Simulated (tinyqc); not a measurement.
## Resistive crossbar, vector-matrix product with wire resistance: effect of the wire resistance

2 rows and 2 columns. Cell (i, j) joins row node wij to column node bij. Each row is driven at its left end through one wire segment rw; neighbouring nodes along a row or a column are joined by rw; each column ends below the last row in one more rw and a virtual ground, where its current is read. Ideal output: I_j = sum_i V_i G_ij.

The nodal equations (Kirchhoff current law at every node) are solved for each rw; errors are I_j/ideal - 1.

Parameters, values chosen for the exercise:
```
symbol        value  unit                     meaning
V       [0.29, 0.4]     V  input voltages of the rows
```

cell conductances G (uS):
```
       column 1  column 2
row 1       420       450
row 2       140       370
```

Results:
```
rw (ohm)  error, column 1 (%)  error, column 2 (%)
1                     -0.1601              -0.2113
2                     -0.3196              -0.4216
5                     -0.7946               -1.047
10                     -1.574               -2.073
20                     -3.091               -4.060
50                     -7.328               -9.563
200                    -23.38               -29.69
500                    -42.05               -51.33
```

Estimate the missing row, rw = 100 ohm.

Computed row:
```
rw (ohm)  error, column 1 (%)  error, column 2 (%)
100                    -13.50               -17.45
```

With this row back in the table: The error of the last column goes from -0.211 % at rw = 1 ohm to -51.3 % at 500 ohm, as rw^(1.00) at the start and rw^(0.60) at the end. At 500 ohm the worst column is number 2.

Computed by the program tinyqc: `OMP_NUM_THREADS=1 python tinyqc.py 2880017 2880018 out.jsonl`, one thread of a shared Intel Xeon 2.30GHz, about 0.01 s for the whole run.
